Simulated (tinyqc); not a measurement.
Inside a calculation. Method: empirical pseudopotential in a few plane waves. One step of it, computed by the program tinyqc.

Task: Bloch Hamiltonian at k. Basis: the 15 shortest G (labels in 2 pi/a), the same at every k. H(G,G') = c |k + G|^2 delta + VS(|G-G'|^2) cos((G-G').tau) + i VA sin((G-G').tau), tau = a/8 (1,1,1); 1 Ry = 13.605693 eV.

Parameters chosen for this model: fcc lattice, atoms at +/- a/8 (1,1,1); form factors in rydberg at |G|^2 in units of (2 pi/a)^2:
```
parameter                 value      unit
a                      5.850000  angstrom
VS(3)                 -0.204000        Ry
VS(8)                  0.045000        Ry
VS(11)                 0.039000        Ry
VA(3)                  0.085000        Ry
VA(4)                  0.042000        Ry
VA(11)                 0.008000        Ry
hbar^2/2m (2 pi/a)^2   4.395122        eV
```

k point k (2 pi / a): -0.100000  0.590000  -0.040000

Give: H(k) at k.

Result:

H(k) at k (eV):
```
                 +0+0+0           -1-1-1           -1-1+1           -1+1-1
+0+0+0           1.5809   1.9626+0.8178i  -1.9626+0.8178i  -1.9626+0.8178i
-1-1-1   1.9626-0.8178i          10.8107   0.0000-0.5714i   0.0000-0.5714i
-1-1+1  -1.9626-0.8178i   0.0000+0.5714i          10.1075           0.6123
-1+1-1  -1.9626-0.8178i   0.0000+0.5714i           0.6123          21.1832
-1+1+1  -1.9626+0.8178i          -0.6123   0.0000+0.5714i   0.0000+0.5714i
+1-1-1  -1.9626-0.8178i   0.0000+0.5714i           0.6123           0.6123
+1-1+1  -1.9626+0.8178i          -0.6123   0.0000+0.5714i           0.0000
+1+1-1  -1.9626+0.8178i          -0.6123           0.0000   0.0000+0.5714i
+1+1+1   1.9626+0.8178i           0.0000          -0.6123          -0.6123
-2+0+0   0.0000-0.5714i  -1.9626+0.8178i  -1.9626-0.8178i  -1.9626-0.8178i
+0-2+0   0.0000-0.5714i  -1.9626+0.8178i  -1.9626-0.8178i   0.3752-0.0770i
+0+0-2   0.0000-0.5714i  -1.9626+0.8178i   0.3752-0.0770i  -1.9626-0.8178i
+0+0+2   0.0000+0.5714i  -0.3752-0.0770i   1.9626+0.8178i  -0.3752+0.0770i
+0+2+0   0.0000+0.5714i  -0.3752-0.0770i  -0.3752+0.0770i   1.9626+0.8178i
+2+0+0   0.0000+0.5714i  -0.3752-0.0770i  -0.3752+0.0770i  -0.3752+0.0770i

                 -1+1+1           +1-1-1           +1-1+1           +1+1-1
+0+0+0  -1.9626-0.8178i  -1.9626+0.8178i  -1.9626-0.8178i  -1.9626-0.8178i
-1-1-1          -0.6123   0.0000-0.5714i          -0.6123          -0.6123
-1-1+1   0.0000-0.5714i           0.6123   0.0000-0.5714i           0.0000
-1+1-1   0.0000-0.5714i           0.6123           0.0000   0.0000-0.5714i
-1+1+1          20.4799           0.0000           0.6123           0.6123
+1-1-1           0.0000           9.0526   0.0000-0.5714i   0.0000-0.5714i
+1-1+1           0.6123   0.0000+0.5714i           8.3494           0.6123
+1+1-1           0.6123   0.0000+0.5714i           0.6123          19.4251
+1+1+1   0.0000+0.5714i          -0.6123   0.0000+0.5714i   0.0000+0.5714i
-2+0+0   1.9626-0.8178i   0.3752-0.0770i  -0.3752-0.0770i  -0.3752-0.0770i
+0-2+0  -0.3752-0.0770i  -1.9626-0.8178i   1.9626-0.8178i  -0.3752-0.0770i
+0+0-2  -0.3752-0.0770i  -1.9626-0.8178i  -0.3752-0.0770i   1.9626-0.8178i
+0+0+2  -1.9626+0.8178i  -0.3752+0.0770i  -1.9626+0.8178i   0.3752+0.0770i
+0+2+0  -1.9626+0.8178i  -0.3752+0.0770i   0.3752+0.0770i  -1.9626+0.8178i
+2+0+0   0.3752+0.0770i   1.9626+0.8178i  -1.9626+0.8178i  -1.9626+0.8178i

                 +1+1+1           -2+0+0           +0-2+0           +0+0-2
+0+0+0   1.9626-0.8178i   0.0000+0.5714i   0.0000+0.5714i   0.0000+0.5714i
-1-1-1           0.0000  -1.9626-0.8178i  -1.9626-0.8178i  -1.9626-0.8178i
-1-1+1          -0.6123  -1.9626+0.8178i  -1.9626+0.8178i   0.3752+0.0770i
-1+1-1          -0.6123  -1.9626+0.8178i   0.3752+0.0770i  -1.9626+0.8178i
-1+1+1   0.0000-0.5714i   1.9626+0.8178i  -0.3752+0.0770i  -0.3752+0.0770i
+1-1-1          -0.6123   0.3752+0.0770i  -1.9626+0.8178i  -1.9626+0.8178i
+1-1+1   0.0000-0.5714i  -0.3752+0.0770i   1.9626+0.8178i  -0.3752+0.0770i
+1+1-1   0.0000-0.5714i  -0.3752+0.0770i  -0.3752+0.0770i   1.9626+0.8178i
+1+1+1          18.7219  -0.3752-0.0770i  -0.3752-0.0770i  -0.3752-0.0770i
-2+0+0  -0.3752+0.0770i          20.9195           0.6123           0.6123
+0-2+0  -0.3752+0.0770i           0.6123           8.7889           0.6123
+0+0-2  -0.3752+0.0770i           0.6123           0.6123          19.8646
+0+0+2  -1.9626-0.8178i          -0.6123          -0.6123           0.0000
+0+2+0  -1.9626-0.8178i          -0.6123           0.0000          -0.6123
+2+0+0  -1.9626-0.8178i           0.0000          -0.6123          -0.6123

                 +0+0+2           +0+2+0           +2+0+0
+0+0+0   0.0000-0.5714i   0.0000-0.5714i   0.0000-0.5714i
-1-1-1  -0.3752+0.0770i  -0.3752+0.0770i  -0.3752+0.0770i
-1-1+1   1.9626-0.8178i  -0.3752-0.0770i  -0.3752-0.0770i
-1+1-1  -0.3752-0.0770i   1.9626-0.8178i  -0.3752-0.0770i
-1+1+1  -1.9626-0.8178i  -1.9626-0.8178i   0.3752-0.0770i
+1-1-1  -0.3752-0.0770i  -0.3752-0.0770i   1.9626-0.8178i
+1-1+1  -1.9626-0.8178i   0.3752-0.0770i  -1.9626-0.8178i
+1+1-1   0.3752-0.0770i  -1.9626-0.8178i  -1.9626-0.8178i
+1+1+1  -1.9626+0.8178i  -1.9626+0.8178i  -1.9626+0.8178i
-2+0+0          -0.6123          -0.6123           0.0000
+0-2+0          -0.6123           0.0000          -0.6123
+0+0-2           0.0000          -0.6123          -0.6123
+0+0+2          18.4582           0.6123           0.6123
+0+2+0           0.6123          29.5339           0.6123
+2+0+0           0.6123           0.6123          17.4034
```
